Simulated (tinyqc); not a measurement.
# Hall effect and magnetoresistance of several carrier groups with constant relaxation times, step by step

A worked calculation. Computed by tinyqc, a small Python program that keeps every step. Command: `OMP_NUM_THREADS=1 python tinyqc.py 3021459 3021460 out.jsonl hall2 walk`. One thread of a shared host (Intel(R) Xeon(R) Processor @ 2.30GHz), about 0.01 s of CPU time with the checks. Intermediate numbers are printed to about 6 digits and carried at full precision; extremes and crossings named in words are read from the listed rows.

Group 1 has charge +e and group 2 charge +e; s_i is that sign. B lies along z; mu B is formed with mu in m^2/(V s).

Inputs (values chosen for the exercise, for a model conductor):

| quantity | value | unit |
|---|---|---|
| density n1 | 8.7e+13 | 1/cm^2 |
| mobility mu1 | 2300 | cm^2/(V s) |
| density n2 | 3.2e+14 | 1/cm^2 |
| mobility mu2 | 72 | cm^2/(V s) |
| magnetic field B | 0.76 | T |

Carriers: light and heavy holes. Densities: per area (a thin layer).

Constants: e = 1.602176634e-19 C.

## Conductivity of each group

sigma_xx = sum n_i e mu_i/(1 + mu_i^2 B^2); sigma_xy = sum s_i n_i e mu_i^2 B/(1 + mu_i^2 B^2).

Parts (S):

| group | mu B | sigma_xx | sigma_xy |
|---|---|---|---|
| group 1 | 0.1748 | 0.0311090 | 0.00543786 |
| group 2 | 0.005472 | 0.00369130 | 2.01988e-05 |

sigma_xx = 0.0348003 S

sigma_xy = 0.00545806 S

sigma at B = 0 = 0.0357510 S

## Resistivity, Hall coefficient and magnetoresistance

rho_xx = sigma_xx/(sigma_xx^2 + sigma_xy^2); Hall coefficient R_H = sigma_xy/(B (sigma_xx^2 + sigma_xy^2)), with B in V s/cm^2 (1 T = 1e-4 V s/cm^2); magnetoresistance MR = rho_xx(B)/rho_xx(0) - 1. Apparent density 1/(e |R_H|); Hall mobility |R_H|/rho_xx.

rho_xx = 28.0455 ohm

Hall coefficient R_H = 57876.7 cm^2/C

magnetoresistance MR = 0.265340 %

apparent density = 1.07841e+14 1/cm^2

Hall mobility = 2063.67 cm^2/(V s)

A one-carrier reading would report holes of density 1.08e14, against n1 = 8.7e13 and n2 = 3.2e14.

## Limits of weak and strong field

Weak field: R_H(0) = sum s_i n_i mu_i^2/(e (sum n_i mu_i)^2); MR = c B^2 with c = n1 n2 mu1 mu2 (s1 mu1 - s2 mu2)^2/(n1 mu1 + n2 mu2)^2. Strong field: R_H = 1/(e sum s_i n_i); rho_xx saturates at (n1/mu1 + n2/mu2)/(e (sum s_i n_i)^2).

R_H at weak field = 57899.2 cm^2/C

coefficient c = 0.00459627 1/T^2

R_H at strong field = 15335.4 cm^2/C

saturation MR = 503.791 %

R_H keeps its sign, and its size changes by a factor 0.265 from weak to strong field.

## Field dependence

rho_xx = sigma_xx/(sigma_xx^2 + sigma_xy^2); Hall coefficient R_H = sigma_xy/(B (sigma_xx^2 + sigma_xy^2)), with B in V s/cm^2 (1 T = 1e-4 V s/cm^2); magnetoresistance MR = rho_xx(B)/rho_xx(0) - 1.

Against the field:

| B (T) | mu1 B | rho_xx (ohm) | R_H (cm^2/C) | MR (%) |
|---|---|---|---|---|
| 0.22 | 5.06000e-02 | 27.977 | 57897.3 | 2.22449e-02 |
| 0.65 | 1.49500e-01 | 28.026 | 57882.8 | 1.94117e-01 |
| 1.7 | 3.91000e-01 | 28.342 | 57787.2 | 1.32483e+00 |
| 4.3 | 9.89000e-01 | 30.309 | 57193.1 | 8.35751e+00 |
| 11 | 2.53000e+00 | 41.981 | 53667.6 | 5.00857e+01 |
| 26 | 5.98000e+00 | 81.727 | 41662.3 | 1.92182e+02 |
| 65 | 1.49500e+01 | 139.861 | 24103.1 | 4.00015e+02 |
| 170 | 3.91000e+01 | 163.739 | 16890.7 | 4.85382e+02 |
| 520 | 1.19600e+02 | 168.319 | 15507.2 | 5.01757e+02 |

MR starts as B^2.00 and ends as B^0.03; it saturates at 504 %. One group alone would show no magnetoresistance in this model. The rows with mu1 B well above 1 show the semiclassical limit; Landau quantisation is left out. Fields above 100 T are beyond ordinary laboratory magnets.

## Back from four measured limits to the two groups

With z_i = s_i mu_i and w_i = s_i n_i the moments M_k = w1 z1^k + w2 z2^k are M_(-1) = (1 + MR_sat) M_0^2/M_1, M_0 = 1/(e R_strong), M_1 = sigma(0)/e, M_2 = R_weak sigma(0)^2/e. The z_i are the roots of z^2 + p z + q with M_2 + p M_1 + q M_0 = 0 and M_1 + p M_0 + q M_(-1) = 0; then w follows from M_0 and M_1. Group 1 is the faster.

p and q: -2372  165600

signed mobilities s_i mu_i (cm^2/(V s)): 2300  72.0000

densities (1/cm^2): 8.70000e+13  3.20000e+14

Checks made by the program: weak-field formulas against the tensor at mu1 B = 1e-3 (relative difference 2e-08); recovered mobilities and densities against the inputs (relative difference below 1e-10).
